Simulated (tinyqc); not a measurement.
One level coupled to a phonon between two leads, self-consistent Born approximation: two steps of the calculation.

Wide-band leads with mu_L = +V/2 and mu_R = -V/2; phonons in equilibrium, Nq = 1/(exp(w0/kB T) - 1). Scattering links only energies that differ by w0, so a ladder E_k = E1 + k w0 closes on itself; terms that reach past its ends are dropped. Gn and Gp are the electron and hole parts of the spectral function A = Gn + Gp.

Inputs (values chosen for the exercise):

| symbol | value | unit | meaning |
|---|---|---|---|
| T | 300 | K | temperature of leads and phonons |
| w0 | 63 | meV | phonon energy |
| ed | 13 | meV | level |
| GL | 7.7 | meV | coupling to the left lead |
| GR | 9.7 | meV | coupling to the right lead |
| M | 6.7 | meV | electron-phonon matrix element |
| V | 110 | mV | bias |
| nr | 6 |  | rungs of the ladder shown |
| E1 | -96 | meV | lowest rung |

Constants: q = 1.602176634e-19 C, kB = 1.380649e-23 J/K, Vt = kB T/q. Results are converted to the units shown.

Problem 1. The ladder and the first Green functions. |G|^2 = 1/[(E - ed)^2 + (GL + GR + Sin + Sout)^2/4], Gn = |G|^2 (GL fL + GR fR + Sin), Gp = |G|^2 (GL (1 - fL) + GR (1 - fR) + Sout), f = 1/(1 + exp((E - mu)/kB T)). On a single ladder the real part of the phonon self-energy, which needs all energies, is left out. At the start Sin = Sout = 0.

Give: E; fL; fR; Gn; Gp; Nq.

Solution 1.

E, rung 0 to 5 (meV): [-96, -33, 30, 93, 156, 219]
fL, rung 0 to 5: [0.9971, 0.9678, 0.7245, 0.1870, 0.01971, 0.001755]
fR, rung 0 to 5: [0.8300, 0.2992, 0.03599, 0.003253, 2.853e-4, 2.495e-5]
Gn, rung 0 to 5 (1/meV): [0.001316, 0.004725, 0.01625, 2.272e-4, 7.528e-6, 3.235e-7]
Gp, rung 0 to 5 (1/meV): [1.397e-4, 0.003215, 0.03146, 0.002460, 8.402e-4, 4.090e-4]
Nq = 0.09580

Problem 2. Scattering functions. Sin(E) = M^2 [(Nq + 1) Gn(E + w0) + Nq Gn(E - w0)], Sout(E) = M^2 [(Nq + 1) Gp(E - w0) + Nq Gp(E + w0)]. Nq = 1/(exp(w0/kB T) - 1).

Gn after iteration 1, rung 0 to 5 (1/meV): [0.0013347051, 0.0050723621, 0.016263012, 2.3748714e-4, 7.5761940e-6, 3.2424124e-7]
Gp after iteration 1, rung 0 to 5 (1/meV): [1.4087426e-4, 0.0032667698, 0.031766988, 0.0026931679, 8.4616767e-4, 4.0994446e-4]

Wanted: Sin; Sout.

Solution 2.

Sin, rung 0 to 5 (meV): [0.2495, 0.8057, 0.03350, 0.07031, 0.001037, 3.258e-5]
Sout, rung 0 to 5 (meV): [0.01405, 0.1435, 0.1723, 1.566, 0.1342, 0.04162]

Range of the model: The self-consistent Born approximation keeps only non-crossing phonon lines and no Hartree shift; it is rough once the coupling nears the phonon energy.

Program tinyqc, `OMP_NUM_THREADS=1 python tinyqc.py 2720128 2720129 out.jsonl`; Intel Xeon 2.30GHz, shared host, one thread, about 0.1 s.
